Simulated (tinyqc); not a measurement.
Effective mass of the light-hole band from tabulated energies: one step. Least squares over all points. Four cases, with inputs chosen for the exercise.

Question. Fit E = a k^2 (a = sum k^2 E/sum k^4), then E = a k^2 + b k^4 from the normal equations; E in eV; m = c/a.

c = hbar^2/2m0.
Constants: hbar^2/2m0 = 3.80998211 eV angstrom^2.

Give: sums of k^4, k^6, k^8; sums of k^2 E, k^4 E; a, one term; a and b, two terms; m, one and two terms.

Case 1.

Energies along [110], from the band edge downward:
```
k (1/angstrom)    E (meV)
0.0000000        0.000000
0.0039000        1.392600
0.0078000        5.518800
0.0117000       12.226800
0.0156000       21.275000
0.0195000       32.346200
0.0234000       45.065800
0.0273000       59.023000
0.0312000       73.794100
```

reference mass (curvature of the model at k = 0.0001 1/angstrom) = 0.0414824 m0

Answer.

sums of k^4, k^6, k^8: 2.0294e-06  1.5728e-09  1.3211e-12

sums of k^2 E, k^4 E: 0.00016001  1.2241e-07

a, one term = 78.847 eV angstrom^2

a and b, two terms: 90.95  -1.562e+04

m, one and two terms (m0): 0.04832  0.04189

The parabola over all points errs by +16.5 % because the weights k^4 favour the outer points; the second term brings the error to +1.0 %.

Case 2.

Energies along [110], from the band edge downward:
```
k (1/angstrom)    E (meV)
0.0000000        0.000000
0.0021000        1.125200
0.0042000        4.429500
0.0063000        9.717800
0.0084000       16.719200
0.0105000       25.137700
0.0126000       34.690900
0.0147000       45.130700
0.0168000       56.249500
```

reference mass (curvature of the model at k = 0.0001 1/angstrom) = 0.0148506 m0

Answer.

sums of k^4, k^6, k^8: 1.7060e-07  3.8334e-11  9.3364e-15

sums of k^2 E, k^4 E: 3.5556e-05  7.8680e-09

a, one term = 208.42 eV angstrom^2

a and b, two terms: 246.2  -1.681e+05

m, one and two terms (m0): 0.01828  0.01548

The parabola over all points errs by +23.1 % because the weights k^4 favour the outer points; the second term brings the error to +4.2 %.

Case 3.

Energies along [110], from the band edge downward:
```
k (1/angstrom)    E (meV)
0.0000000        0.000000
0.0036000        1.864900
0.0072000        7.335600
0.0108000       16.068600
0.0144000       27.571000
0.0180000       41.280200
0.0216000       56.626300
0.0252000       73.070900
0.0288000       90.125500
```

reference mass (curvature of the model at k = 0.0001 1/angstrom) = 0.0263263 m0

Answer.

sums of k^4, k^6, k^8: 1.4734e-06  9.7294e-10  6.9638e-13

sums of k^2 E, k^4 E: 0.00016895  1.0956e-07

a, one term = 114.67 eV angstrom^2

a and b, two terms: 139.3  -3.730e+04

m, one and two terms (m0): 0.03323  0.02735

The parabola over all points errs by +26.2 % because the weights k^4 favour the outer points; the second term brings the error to +3.9 %.

Case 4.

Energies along [110], from the band edge downward:
```
k (1/angstrom)     E (meV)
0.0000000         0.000000
0.0066000         2.062800
0.0132000         8.168800
0.0198000        18.075400
0.0264000        31.393000
0.0330000        47.605800
0.0396000        66.101000
0.0462000        86.206600
0.0528000       107.241300
```

reference mass (curvature of the model at k = 0.0001 1/angstrom) = 0.0801859 m0

Answer.

sums of k^4, k^6, k^8: 1.6645e-05  3.6943e-08  8.8875e-11

sums of k^2 E, k^4 E: 0.00066895  1.4635e-06

a, one term = 40.190 eV angstrom^2

a and b, two terms: 47.05  -3090

m, one and two terms (m0): 0.09480  0.08098

The parabola over all points errs by +18.2 % because the weights k^4 favour the outer points; the second term brings the error to +1.0 %.

Computed by tinyqc, one run a case: `OMP_NUM_THREADS=1 python tinyqc.py N N+1 out.jsonl` with N = 1850966, 1850997, 1880105, 1880157; one thread of a shared Intel(R) Xeon(R) Processor @ 2.30GHz, about 0.01 s a run at most.
